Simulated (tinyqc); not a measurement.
Schottky barrier on an n-type semiconductor, non-linear Poisson equation by Newton steps: effect of the bias of the metal against the semiconductor.

One dimension, metal at x = 0, donor density C(x) = Nd, uniform. Energies are counted from the electron Fermi level of the semiconductor and the conduction-band edge is Ec = -psi, so n = Nc exp(psi/Vt); holes follow the Fermi level of the metal, at -V, so p = Nv exp((V - psi - Eg)/Vt). Ends: psi(0) = V - phiB and psi = Vt ln(Nd/Nc) deep inside. Boltzmann statistics, full ionisation, no current, no image force in the Poisson equation.

First integral for uniform doping: E_0^2 = (2 q/(eps0 eps_r)) [Nd (U - Vt + Vt exp(-U/Vt)) + Vt p_0], U = Vbi - V, Vbi = phiB - Vt ln(Nc/Nd), p_0 = Nv exp((phiB - Eg)/Vt) (deep holes neglected). Image-force lowering dphi = sqrt(q E_0/(4 pi eps0 eps_r)), at x_m = sqrt(q/(16 pi eps0 eps_r E_0)). W = sqrt(2 eps0 eps_r U/(q Nd)).

Parameters, values chosen for the exercise; band and dielectric values close to those of silicon: temperature T = 300 K; band gap Eg = 1.12 eV; relative permittivity eps_r = 11.7; conduction-band density of states at T Nc = 2.77e19 cm^-3; valence-band density of states at T Nv = 2.65e19 cm^-3; donor density deep in the semiconductor Nd = 3.9e17 cm^-3; barrier height phiB = 0.72 eV.

Constants: q = 1.602176634e-19 C, kB = 1.380649e-23 J/K, Vt = kB T/q, eps0 = 8.8541878128e-14 F/cm where lengths are in cm. Results are converted to the units shown.

The same in every row: Vbi (V) = 0.6098; p_0/Nd = 1.296e-5.

Effect of the bias of the metal against the semiconductor:
```
V (V)	W (nm)	E_0 (kV/cm)	dphi (mV)	exp(dphi/Vt)
0	44.97	265.4	57.15	9.123
-2.9	107.9	648.3	89.32	31.66
-5.7	144.6	870.7	103.5	54.83
-8.6	174.8	1053	113.8	81.67
-11.4	199.6	1202	121.6	110.6
-14.3	222.3	1340	128.4	143.7
-17.1	242.3	1461	134.1	178.8
-20	261.4	1576	139.3	218.5
```

As V goes from 0 to -20, the surface field rises from 265 to 1580 kV/cm, the lowering rises from 57.2 to 139 mV and W rises from 45.0 to 261 nm. The reverse current factor exp(dphi/Vt) grows by 24.0 over the table, so a thermionic reverse current does not saturate. For V = -2.9, -5.7, -8.6, -11.4, -14.3, -17.1, -20 the field exceeds 600 kV/cm, where tunnelling through the top of the barrier adds to any current.

Numbers from tinyqc (`OMP_NUM_THREADS=1 python tinyqc.py 2020051 2020052 out.jsonl`; about 0.04 s on one thread of a shared Intel Xeon 2.30GHz).
